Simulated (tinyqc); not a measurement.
Worked calculation: potential-pH (Pourbaix) lines of a metal, its cation, its oxide and an oxyanion, with a complexing ligand. Computed by tinyqc, a small Python program that keeps every step. Command: `OMP_NUM_THREADS=1 python tinyqc.py 3003545 3003546 out.jsonl pourb walk`. One thread of a shared host (Intel(R) Xeon(R) Processor @ 2.30GHz), about 0.02 s of CPU time with the checks. Intermediate numbers are printed to about 6 digits and carried at full precision; extremes and crossings named in words are read from the listed rows.

Potentials are against the standard hydrogen electrode; solids and water have unit activity; dG_f of M, H+ and the electron is zero; F = e N_A and s = R T ln(10)/F. The cation carries z = 2.

Inputs (values chosen for the exercise, modelled on cobalt):
```
quantity                                      value      unit
dG_f of the cation                           -55.26    kJ/mol
dG_f of the oxide                           -212.54    kJ/mol
dG_f of the oxyanion                        -266.76    kJ/mol
dG_f of water                               -237.14    kJ/mol
temperature T                                298.15         K
log10 of the dissolved activity a                -4         -
pH                                              7.6         -
potential E                                     1.1         V
log10 of the stability constant beta of ML       14         -
pKa of HL                                       6.7         -
total ligand c_L                              0.038     mol/L
limiting current density i_L                2.3e-05    A/cm^2
molar volume V_m                               6.67  cm^3/mol
```

Species: M, M2+, MO, MO2(2-).

exchange current densities, metal and cathodic (A/cm^2): 1.9e-07  4.9e-11

Tafel slopes, anodic and cathodic (mV/decade): 50  125

Constants: R = 8.314462618 J/(mol K); e = 1.602176634e-19 C; N_A = 6.02214076e+23 1/mol.

## Standard potentials

M2+ + 2e = M; MO + 2H+ + 2e = M + H2O; MO2(2-) + 4H+ + 2e = M + 2H2O. For each, E0 = -dG/(z F), and E = E0 + (s/z) log10 a - (s n_H/z) pH, with no activity term for the oxide.

s = 0.0591593 V

E0 (V): cation -0.28636, oxide 0.12748, oxyanion 1.07540

The metal is less noble than hydrogen.

## Vertical lines

Two oxidised species coexist where their lines against the metal cross: pH1 (cation/oxide) = [E0(oxide) - E0(cation)]/s - (log10 a)/z; pH2 (oxide/oxyanion) = {[E0(oxyanion) - E0(oxide)]/s + (log10 a)/z}/(4/z - 1).

pH1 = 8.99543

pH2 = 14.0231

width of the oxide field, pH2 - pH1 = 5.02767

The oxide is stable from pH 9.00 to 14.02; each decade less of dissolved metal narrows this field by 1.00 pH units.

## The stable species at (pH, E)

The metal is stable below the lowest of the three lines; above it, the species of the lowest line is stable. Water lines at 1 bar: hydrogen E = -s pH, oxygen E = -dG_f(water)/(2F) - s pH.

lines at this pH (V): cation -0.404683, oxide -0.322131, oxyanion 0.057856

upper limit of immunity = -0.404683 V

hydrogen line = -0.449611 V

oxygen line = 0.779280 V

E above the limit of immunity = 1.50468 V

Stable here: the cation (corrosion). The point lies outside the stability range of water. Immunity reaches above the hydrogen line, so without the ligand only oxygen or another oxidant can attack. Caution: other oxidation states, hydroxides and hydrides are left out, and the lines say nothing of rates.

## A complexing ligand

The free ligand is c_L/(1 + 10^(pKa - pH)) (ligand in excess); dissolved metal is a in all, so the free cation is a/alpha, alpha = 1 + beta [L]; the cation line drops by (s/z) log10 alpha.

free ligand = 0.0337510 mol/L

log10 alpha = 12.5283

cation line with ligand = -0.775266 V

that line less the oxide line = -0.453136 V

With the ligand the dissolved state lies below the oxide: the oxide dissolves at this pH.

## Mixed potential with oxygen reduction

Anodic i = i0a 10^((E - E_a)/b_a) with E_a the cation line with ligand; cathodic i = i0c 10^((E_c - E)/b_c) with E_c the oxygen line; supply caps the cathodic current, 1/i_c = 1/i(Tafel) + 1/i_L. E_corr makes the two currents equal. Without the cap it would be [b_c E_a + b_a E_c + b_a b_c log10(i0c/i0a)]/(b_a + b_c). Rate = i V_m/(z F). Films are left out.

E_corr without the cap = -0.459273 V

corrosion potential E_corr = -0.671117 V

corrosion current density = 2.30000e-05 A/cm^2

i/i_L = 0.999999

etch rate = 0.476994 nm/min

The current sits at the supply limit: stirring or more oxidant, not the ligand, sets the rate. Caution: E_corr lies below the hydrogen line, so hydrogen evolution, left out here, adds cathodic current.

## The diagram with and without ligand

The formulas are those given above.

Lines against the metal (V); the species with the lowest line is stable above it:
```
pH     cation      oxide   oxyanion  stable above  cation with ligand  stable above, ligand
0   -0.404683   0.127481   0.957078        cation           -0.578606             dissolved
2   -0.404683   0.009162   0.720441        cation           -0.637765             dissolved
4   -0.404683  -0.109157   0.483803        cation           -0.696899             dissolved
5   -0.404683  -0.168316   0.365484        cation           -0.726250             dissolved
6   -0.404683  -0.227476   0.247166        cation           -0.753747             dissolved
7   -0.404683  -0.286635   0.128847        cation           -0.771570             dissolved
8   -0.404683  -0.345794   0.010528        cation           -0.776161             dissolved
9   -0.404683  -0.404954  -0.107790         oxide           -0.776725             dissolved
10  -0.404683  -0.464113  -0.226109         oxide           -0.776783             dissolved
12  -0.404683  -0.582432  -0.462746         oxide           -0.776789             dissolved
14  -0.404683  -0.700750  -0.699384         oxide           -0.776789             dissolved
```

Without ligand the oxide holds 4 of the eleven rows (pH 9 to 14), with it 0. The ligand acts once beta [L] exceeds 1, from pH = pKa - log10(beta c_L) = -5.9 on, that is in all rows; its line then falls by at most s/z per pH unit and flattens beyond pKa, 0.372 V below the free cation at most. The oxide line falls faster, by s per pH unit.

Checks made by the program: the lines cross at pH1 and pH2 (relative difference below 1e-10).
